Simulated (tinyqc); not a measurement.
Inside a calculation. Method: coherent transport through a tight-binding region between two chains. One step of it, computed by the program tinyqc.

Task: Transmission at E = 0.43 eV. Surface Green function g = (E - i sqrt(4 t^2 - E^2)) / (2 t^2); self-energy tc^2 g on each contact site; G = (E - H - Sigma)^(-1); Gamma = -2 Im Sigma; T = Gamma_L Gamma_R |G_LR|^2; local density of states -Im G_ii / pi.

H of the central region (eV), lower triangle:
```
           1          2          3          4
1   0.690000
2  -0.540000   0.320000
3   0.000000  -0.540000  -0.040000
4  -0.540000   0.000000  -0.540000  -0.480000
```

Leads: semi-infinite chains with site energy 0:
```
parameter                           value
lead hopping t (eV)              1.210000
coupling to the left lead (eV)   0.770000
coupling to the right lead (eV)  0.200000
left contact site                       1
right contact site                      4
```

E = 0.430000 eV

Give: g; G; local density of states; transmission.

Result:

g = 0.147-0.813i 1/eV

G (1/eV), lower triangle:
```
               1              2             3             4
1   0.761-1.739i
2   0.709-1.600i   0.123-1.516i
3  -0.905+2.065i   1.118+1.909i  0.678-2.454i
4   0.079-0.197i  -1.096-0.145i  0.144+0.227i  0.971-0.053i
```

local density of states (1/eV): 0.554  0.483  0.781  0.017

transmission = 2.84e-03
